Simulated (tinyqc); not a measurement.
# Two-dimensional dopant profile at a mask edge: lateral junction, overlap and effective channel length, step by step

A worked calculation. Computed by tinyqc, a small Python program that keeps every step. Command: `OMP_NUM_THREADS=1 python tinyqc.py 3015377 3015378 out.jsonl lateral walk`. One thread of a shared host (Intel(R) Xeon(R) Processor @ 2.30GHz), about 0.01 s of CPU time with the checks. Intermediate numbers are printed to about 6 digits and carried at full precision; extremes and crossings named in words are read from the listed rows.

Ions enter for y < 0; the mask (spacer, then gate) covers y > 0. x is the depth. The surface reflects dopant during the anneal.

Inputs (values chosen for the exercise, modelled on a source-drain extension in silicon):

| quantity | value | unit |
|---|---|---|
| dose Q | 2.8e+15 | 1/cm^2 |
| projected range R_p | 12 | nm |
| vertical straggle | 4 | nm |
| lateral straggle | 3.2 | nm |
| anneal budget D t | 2.7e-14 | cm^2 |
| channel doping C_B | 1.2e+17 | 1/cm^3 |
| gate length L_g | 120 | nm |
| offset spacer | 1.7 | nm |
| oxide thickness | 3.7 | nm |

Constants: eps_0 = 8.8541878128e-12 F/m.

## Widths and vertical profile

Widths s_x^2 = (vertical straggle)^2 + 2 D t, s_y^2 = (lateral straggle)^2 + 2 D t. C(x, y) = V(x) (1/2) erfc(y/(sqrt2 s_y)), V(x) = Q/(sqrt(2 pi) s_x) [exp(-(x - R_p)^2/(2 s_x^2)) + exp(-(x + R_p)^2/(2 s_x^2))]; 1 nm = 1e-7 cm. The vertical junction far from the mask solves V(x) = C_B.

s_x = 4.62601 nm

s_y = 3.95474 nm

V at the surface = 1.66999e+20 1/cm^3

V at R_p = 2.41469e+21 1/cm^3

vertical junction x_j = 32.5944 nm

Caution: the peak exceeds usual solubilities, so part of the dose is inactive and diffusion is concentration dependent.

## Lateral junction at the surface

The lateral junction at depth x solves C = C_B: y_j(x) = sqrt2 s_y erfc^-1(2 C_B/V(x)). Overlap under the gate = y_j(0) - spacer; metallurgical channel L_met = L_g - 2 overlap (tails from the two sides are not added). Abruptness at y_j(0) in nm per decade = ln(10) s_y sqrt(pi/2) exp(u^2) erfc(u), u = y_j/(sqrt2 s_y). Overlap capacitance per width = 3.9 eps_0 overlap/t_ox (zero if there is no overlap).

lateral junction y_j(0) = 12.6041 nm

ratio y_j(0)/x_j = 0.386695

overlap = 10.9041 nm

metallurgical channel L_met = 98.1918 nm

lateral abruptness = 2.63372 nm/decade

overlap capacitance = 0.101766 fF/um

The two overlaps take 18 % of the gate length. Caution: the profile peaks below the surface, where the junction reaches further under the gate than y_j(0); the overlap given is the one at the surface.

## Junction contour

The lateral junction at depth x solves C = C_B: y_j(x) = sqrt2 s_y erfc^-1(2 C_B/V(x)). Depths are 0, 0.15, 0.3, 0.45, 0.6, 0.75, 0.9 and 0.97 of x_j.

Contour:

| x/x_j | x (nm) | V (1/cm^3) | y_j (nm) |
|---|---|---|---|
| 0.00 | 0.0000 | 1.66999e+20 | 12.6041 |
| 0.15 | 4.8892 | 7.44023e+20 | 14.2231 |
| 0.30 | 9.7783 | 2.15171e+21 | 15.2812 |
| 0.45 | 14.6675 | 2.04484e+21 | 15.2319 |
| 0.60 | 19.5567 | 6.35964e+20 | 14.0608 |
| 0.75 | 24.4458 | 6.47286e+19 | 11.4767 |
| 0.90 | 29.3350 | 2.15601e+18 | 6.2971 |
| 0.97 | 31.6166 | 3.00719e+17 | 1.0117 |

The contour reaches furthest, 15.28 nm, at x/x_j = 0.3 among these rows, below the surface, where punch-through would start. It crosses the mask edge where V = 2 C_B.

## What the anneal budget does

x_j solves V(x) = C_B. Budgets are multiples of the given D t (at 0 the mirror term is kept, which overstates V(0) as implanted); those with V(0) not above 2.5 C_B are left out.

Junctions (nm):

| multiple | s_x | s_y | x_j | y_j(0) | y_j/x_j | L_met |
|---|---|---|---|---|---|---|
| 0.0 | 4.0000 | 3.20000 | 29.9377 | 9.2439 | 0.308772 | 104.912 |
| 0.1 | 4.0669 | 3.28329 | 30.2228 | 9.6183 | 0.318246 | 104.163 |
| 0.3 | 4.1976 | 3.44384 | 30.7787 | 10.3377 | 0.335873 | 102.725 |
| 1.0 | 4.6260 | 3.95474 | 32.5944 | 12.6041 | 0.386695 | 98.192 |
| 2.0 | 5.1769 | 4.58694 | 34.9156 | 15.3532 | 0.439722 | 92.694 |
| 4.0 | 6.1319 | 5.64269 | 38.9074 | 19.8095 | 0.509144 | 83.781 |
| 8.0 | 7.6942 | 7.31027 | 45.3625 | 26.5665 | 0.585649 | 70.267 |
| 16.0 | 10.1193 | 9.83056 | 55.2340 | 36.3272 | 0.657697 | 50.746 |

The ratio y_j/x_j goes from 0.31 to 0.66: as implanted, x_j includes R_p and y_j only the lateral straggle; after long diffusion both scale roughly with sqrt(D t) as long as V(0) stays far above C_B, and the ratio stays below 1 because the edge starts from half the concentration and an erfc falls faster than the Gaussian. L_met shrinks by 54.2 nm over the rows.

Checks made by the program: lateral profile against the convolution of a step with a Gaussian (relative difference 4e-10).
